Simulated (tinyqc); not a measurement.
Plane-wave Kohn-Sham cycle with exchange-only LDA in a layered model solid, step by step. Computed by tinyqc, a small Python program that keeps every step. Settings: points = 16, plane-wave index or count = 3, electrons = 4, k points = 4, area = 30.0, mixing = 1.0, iteration cap = 79. Command: `OMP_NUM_THREADS=1 python tinyqc.py 30862 30863 out.jsonl` (the two numbers bound the seeds that draw the settings). One thread of a shared host (Intel(R) Xeon(R) Processor @ 2.60GHz), about 0.03 s of CPU time with the checks.

A solid whose potential varies along x alone (atomic units):
```
parameter                      value
period a                   14.500000
cross-section of the cell  30.000000
electrons per cell                 4
grid points                       16
plane waves -n..n, n               3
k points                           4
V1 in V1 cos(2 pi x/a)     -0.630000
```

Stop when sqrt(dV sum R^2) is below 1e-8, dV = a A/N.

Course of the cycle:
```
iteration  E (hartree)  norm of the residual
1           -1.8313155              2.06e-01
2           -1.6267812              3.01e-01
3           -2.9810848              3.19e-01
4           -1.8215006              3.35e-01
5           -3.2955385              3.36e-01
6           -1.8382396              3.37e-01
7           -3.3198654              3.37e-01
8           -1.8392354              3.37e-01
9           -3.3213088              3.37e-01
10          -1.8392930              3.37e-01
11          -3.3213922              3.37e-01
...                ...                   ...
69          -3.3213973              3.37e-01
70          -1.8392965              3.37e-01
71          -3.3213973              3.37e-01
72          -1.8392965              3.37e-01
73          -3.3213973              3.37e-01
74          -1.8392965              3.37e-01
75          -3.3213973              3.37e-01
76          -1.8392965              3.37e-01
77          -3.3213973              3.37e-01
78          -1.8392965              3.37e-01
79          -3.3213973              3.37e-01
```

Can the last value be used, and what does the course show?

Not by the stop rule. Not converged within 79 iterations: the residual has stopped falling: the iteration swings between two states. Reruns (cap 100 unless said): mixing 0.1: not converged; mixing 0.5, Kerker q0 1.0: converged in 89 (E = -1.05715); mixing 0.3, Pulay depth 5: converged in 16 (E = -1.05715); the original settings with a cap of 400: not converged.
